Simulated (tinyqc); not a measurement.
Plane-wave Kohn-Sham cycle with exchange-only LDA in a layered model solid, step by step. Computed by tinyqc, a small Python program that keeps every step. Settings: points = 16, plane-wave index or count = 3, electrons = 2, k points = 1, area = 15.0, mixing = 0.3, iteration cap = 77. Command: `OMP_NUM_THREADS=1 python tinyqc.py 26892 26893 out.jsonl` (the two numbers bound the seeds that draw the settings). One thread of a shared host (Intel(R) Xeon(R) Processor @ 2.60GHz), about 0.02 s of CPU time with the checks. Later iterations appear only in the table of the cycle.

## Iteration 1: potential

A solid whose potential varies along x alone (atomic units):

| parameter | value |
|---|---|
| period a | 4.400000 |
| cross-section of the cell | 15.000000 |
| electrons per cell | 2 |
| grid points | 16 |
| plane waves -n..n, n | 3 |
| k points | 1 |
| V1 in V1 cos(2 pi x/a) | -0.540000 |

density at the start, on the grid x_j = j a/N (e/bohr^3): 0.03030303  0.03030303  0.03030303  0.03030303  0.03030303  0.03030303  0.03030303  0.03030303  0.03030303  0.03030303  0.03030303  0.03030303  0.03030303  0.03030303  0.03030303  0.03030303

V_H(G) = 4 pi rho(G)/G^2 for G != 0 (uniform background); v_x = -(3 rho/pi)^(1/3); V = V_ext + V_H + v_x; Fourier components f(G_m) = (1/N) sum_j f(x_j) exp(-i G_m x_j).

Potentials on the grid (hartree):

| x | V_ext | V_H | v_x | V |
|---|---|---|---|---|
| 0.000000 | -0.540000 | 0.000000 | -0.307010 | -0.847010 |
| 0.275000 | -0.498895 | 0.000000 | -0.307010 | -0.805905 |
| 0.550000 | -0.381838 | 0.000000 | -0.307010 | -0.688848 |
| 0.825000 | -0.206649 | 0.000000 | -0.307010 | -0.513659 |
| 1.100000 | 0 | 0.000000 | -0.307010 | -0.307010 |
| 1.375000 | 0.206649 | 0.000000 | -0.307010 | -0.100361 |
| 1.650000 | 0.381838 | 0.000000 | -0.307010 | 0.074828 |
| 1.925000 | 0.498895 | 0.000000 | -0.307010 | 0.191885 |
| 2.200000 | 0.540000 | 0.000000 | -0.307010 | 0.232990 |
| 2.475000 | 0.498895 | 0.000000 | -0.307010 | 0.191885 |
| 2.750000 | 0.381838 | 0.000000 | -0.307010 | 0.074828 |
| 3.025000 | 0.206649 | 0.000000 | -0.307010 | -0.100361 |
| 3.300000 | 0 | 0.000000 | -0.307010 | -0.307010 |
| 3.575000 | -0.206649 | 0.000000 | -0.307010 | -0.513659 |
| 3.850000 | -0.381838 | 0.000000 | -0.307010 | -0.688848 |
| 4.125000 | -0.498895 | 0.000000 | -0.307010 | -0.805905 |

V(G_m), m = 0, 1, 2, ... (hartree): -0.307010  -0.270000  0.000000  0.000000  0.000000  0.000000  0.000000

## Iteration 1: Hamiltonian at one k

k = 0.000000 2 pi / a

H(m,m') = (k + G_m)^2/2 delta + V(G_m - G_m'), with V(-G) = V(G).

H (hartree):
```
           -3         -2         -1         +0         +1         +2         +3
-3   8.869275  -0.270000   0.000000   0.000000   0.000000   0.000000   0.000000
-2  -0.270000   3.771339  -0.270000   0.000000   0.000000   0.000000   0.000000
-1   0.000000  -0.270000   0.712577  -0.270000   0.000000   0.000000   0.000000
+0   0.000000   0.000000  -0.270000  -0.307010  -0.270000   0.000000   0.000000
+1   0.000000   0.000000   0.000000  -0.270000   0.712577  -0.270000   0.000000
+2   0.000000   0.000000   0.000000   0.000000  -0.270000   3.771339  -0.270000
+3   0.000000   0.000000   0.000000   0.000000   0.000000  -0.270000   8.869275
```

## Iteration 1: levels at that k

Diagonalise the Hermitian matrix.

eigenvalues (hartree): -0.435908  0.688859  0.817481  3.780772  3.781049  8.883560  8.883560

## Iteration 1: new density

Motion across x is left out: the lowest 1 band(s) hold two electrons at each of the k points (j + 1/2)/nk - 1/2. Residual R = rho(out) - rho(in); rho(new) = rho(in) + 0.3 R. rho(out) = 2/(a A nk) sum |psi|^2 with psi = sum c exp(i G x). Harris energy E = band energy - dV sum rho (V_H/2 + v_x) + (3/4) dV sum rho v_x with rho(in), dV = a A/N, band energy = (2/nk) sum of the filled levels.

rho(out) (e/bohr^3): 0.06191623  0.05820841  0.04860270  0.03659948  0.02554794  0.01724744  0.01195462  0.00915680  0.00829749  0.00915680  0.01195462  0.01724744  0.02554794  0.03659948  0.04860270  0.05820841

density after iteration 1 (e/bohr^3): 0.03978699  0.03867464  0.03579293  0.03219196  0.02887650  0.02638635  0.02479851  0.02395916  0.02370137  0.02395916  0.02479851  0.02638635  0.02887650  0.03219196  0.03579293  0.03867464

energy per cell = -0.71831122 hartree

## Iteration 2: potential

As before.

Potentials on the grid (hartree):

| x | V_ext | V_H | v_x | V |
|---|---|---|---|---|
| 0.000000 | -0.540000 | 0.051040 | -0.336179 | -0.825139 |
| 0.275000 | -0.498895 | 0.046623 | -0.333017 | -0.785288 |
| 0.550000 | -0.381838 | 0.034394 | -0.324531 | -0.671975 |
| 0.825000 | -0.206649 | 0.017004 | -0.313261 | -0.502906 |
| 1.100000 | 0 | -0.002206 | -0.302115 | -0.304321 |
| 1.375000 | 0.206649 | -0.020128 | -0.293168 | -0.106647 |
| 1.650000 | 0.381838 | -0.034399 | -0.287166 | 0.060273 |
| 1.925000 | 0.498895 | -0.043499 | -0.283888 | 0.171507 |
| 2.200000 | 0.540000 | -0.046616 | -0.282867 | 0.210517 |
| 2.475000 | 0.498895 | -0.043499 | -0.283888 | 0.171507 |
| 2.750000 | 0.381838 | -0.034399 | -0.287166 | 0.060273 |
| 3.025000 | 0.206649 | -0.020128 | -0.293168 | -0.106647 |
| 3.300000 | 0 | -0.002206 | -0.302115 | -0.304321 |
| 3.575000 | -0.206649 | 0.017004 | -0.313261 | -0.502906 |
| 3.850000 | -0.381838 | 0.034394 | -0.324531 | -0.671975 |
| 4.125000 | -0.498895 | 0.046623 | -0.333017 | -0.785288 |

V(G_m), m = 0, 1, 2, ... (hartree): -0.305834  -0.258901  -0.000747  -0.000013  0.000009  0.000000  0.000000

## Iteration 2: Hamiltonian at one k

k = 0.000000 2 pi / a

As before.

H (hartree):
```
           -3         -2         -1         +0         +1         +2         +3
-3   8.870452  -0.258901  -0.000747  -0.000013   0.000009   0.000000   0.000000
-2  -0.258901   3.772515  -0.258901  -0.000747  -0.000013   0.000009   0.000000
-1  -0.000747  -0.258901   0.713754  -0.258901  -0.000747  -0.000013   0.000009
+0  -0.000013  -0.000747  -0.258901  -0.305834  -0.258901  -0.000747  -0.000013
+1   0.000009  -0.000013  -0.000747  -0.258901   0.713754  -0.258901  -0.000747
+2   0.000000   0.000009  -0.000013  -0.000747  -0.258901   3.772515  -0.258901
+3   0.000000   0.000000   0.000009  -0.000013  -0.000747  -0.258901   8.870452
```

## Iteration 2: levels at that k

As before.

eigenvalues (hartree): -0.425324  0.692677  0.810461  3.781197  3.781427  8.883585  8.883585

## Iteration 2: new density

As before.

rho(out) (e/bohr^3): 0.06087402  0.05732650  0.04811401  0.03654644  0.02581902  0.01768709  0.01244792  0.00965208  0.00878832  0.00965208  0.01244792  0.01768709  0.02581902  0.03654644  0.04811401  0.05732650

density after iteration 2 (e/bohr^3): 0.04611310  0.04427020  0.03948926  0.03349831  0.02795926  0.02377658  0.02109333  0.01966704  0.01922746  0.01966704  0.02109333  0.02377658  0.02795926  0.03349831  0.03948926  0.04427020

energy per cell = -0.70236812 hartree

## Convergence

Stop when sqrt(dV sum R^2) is below 1e-8, dV = a A/N.

Course of the cycle:

| iteration | E (hartree) | norm of the residual |
|---|---|---|
| 1 | -0.71831122 | 1.54e-01 |
| 2 | -0.70236812 | 1.03e-01 |
| 3 | -0.69519329 | 6.92e-02 |
| 4 | -0.69208070 | 4.64e-02 |
| 5 | -0.69074530 | 3.11e-02 |
| 6 | -0.69017242 | 2.09e-02 |
| 7 | -0.68992541 | 1.40e-02 |
| 8 | -0.68981817 | 9.44e-03 |
| 9 | -0.68977130 | 6.35e-03 |
| 10 | -0.68975069 | 4.28e-03 |
| 11 | -0.68974158 | 2.89e-03 |
| ... | ... | ... |
| 35 | -0.68973433 | 2.89e-07 |
| 36 | -0.68973433 | 2.00e-07 |
| 37 | -0.68973433 | 1.39e-07 |
| 38 | -0.68973433 | 9.64e-08 |
| 39 | -0.68973433 | 6.71e-08 |
| 40 | -0.68973433 | 4.67e-08 |
| 41 | -0.68973433 | 3.26e-08 |
| 42 | -0.68973433 | 2.28e-08 |
| 43 | -0.68973433 | 1.59e-08 |
| 44 | -0.68973433 | 1.12e-08 |
| 45 | -0.68973433 | 7.84e-09 |

Converged in 45 iterations. Before convergence this energy mixes input and output and is not variational, so it may rise towards its limit.
